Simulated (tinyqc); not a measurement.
Inside a calculation. Method: empirical pseudopotential in a few plane waves. One step of it, computed by the program tinyqc.

Problem. Levels at G. Diagonalise the Hermitian matrix.

H(k) at G (eV):
```
           +0+0+0     -1-1-1     -1-1+1     -1+1-1     -1+1+1     +1-1-1     +1-1+1     +1+1-1
+0+0+0   0.000000   2.280101  -2.280101  -2.280101  -2.280101  -2.280101  -2.280101  -2.280101
-1-1-1   2.280101  15.025980   0.000000   0.000000  -0.544228   0.000000  -0.544228  -0.544228
-1-1+1  -2.280101   0.000000  15.025980   0.544228   0.000000   0.544228   0.000000   0.000000
-1+1-1  -2.280101   0.000000   0.544228  15.025980   0.000000   0.544228   0.000000   0.000000
-1+1+1  -2.280101  -0.544228   0.000000   0.000000  15.025980   0.000000   0.544228   0.544228
+1-1-1  -2.280101   0.000000   0.544228   0.544228   0.000000  15.025980   0.000000   0.000000
+1-1+1  -2.280101  -0.544228   0.000000   0.000000   0.544228   0.000000  15.025980   0.544228
+1+1-1  -2.280101  -0.544228   0.000000   0.000000   0.544228   0.000000   0.544228  15.025980
+1+1+1   2.280101   0.000000  -0.544228  -0.544228   0.000000  -0.544228   0.000000   0.000000
-2+0+0   0.000000  -2.280101  -2.280101  -2.280101   2.280101   0.625344  -0.625344  -0.625344
+0-2+0   0.000000  -2.280101  -2.280101   0.625344  -0.625344  -2.280101   2.280101  -0.625344
+0+0-2   0.000000  -2.280101   0.625344  -2.280101  -0.625344  -2.280101  -0.625344   2.280101
+0+0+2   0.000000  -0.625344   2.280101  -0.625344  -2.280101  -0.625344  -2.280101   0.625344
+0+2+0   0.000000  -0.625344  -0.625344   2.280101  -2.280101  -0.625344   0.625344  -2.280101
+2+0+0   0.000000  -0.625344  -0.625344  -0.625344   0.625344   2.280101  -2.280101  -2.280101

           +1+1+1     -2+0+0     +0-2+0     +0+0-2     +0+0+2     +0+2+0     +2+0+0
+0+0+0   2.280101   0.000000   0.000000   0.000000   0.000000   0.000000   0.000000
-1-1-1   0.000000  -2.280101  -2.280101  -2.280101  -0.625344  -0.625344  -0.625344
-1-1+1  -0.544228  -2.280101  -2.280101   0.625344   2.280101  -0.625344  -0.625344
-1+1-1  -0.544228  -2.280101   0.625344  -2.280101  -0.625344   2.280101  -0.625344
-1+1+1   0.000000   2.280101  -0.625344  -0.625344  -2.280101  -2.280101   0.625344
+1-1-1  -0.544228   0.625344  -2.280101  -2.280101  -0.625344  -0.625344   2.280101
+1-1+1   0.000000  -0.625344   2.280101  -0.625344  -2.280101   0.625344  -2.280101
+1+1-1   0.000000  -0.625344  -0.625344   2.280101   0.625344  -2.280101  -2.280101
+1+1+1  15.025980  -0.625344  -0.625344  -0.625344  -2.280101  -2.280101  -2.280101
-2+0+0  -0.625344  20.034640   0.544228   0.544228  -0.544228  -0.544228   0.000000
+0-2+0  -0.625344   0.544228  20.034640   0.544228  -0.544228   0.000000  -0.544228
+0+0-2  -0.625344   0.544228   0.544228  20.034640   0.000000  -0.544228  -0.544228
+0+0+2  -2.280101  -0.544228  -0.544228   0.000000  20.034640   0.544228   0.544228
+0+2+0  -2.280101  -0.544228   0.000000  -0.544228   0.544228  20.034640   0.544228
+2+0+0  -2.280101   0.000000  -0.544228  -0.544228   0.544228   0.544228  20.034640
```

Give: eigenvalues.

Solution.

eigenvalues (eV): -2.205  10.818  10.818  10.818  13.066  14.482  14.482  14.482  18.863  18.946  18.946  23.698  23.698  23.698  25.804
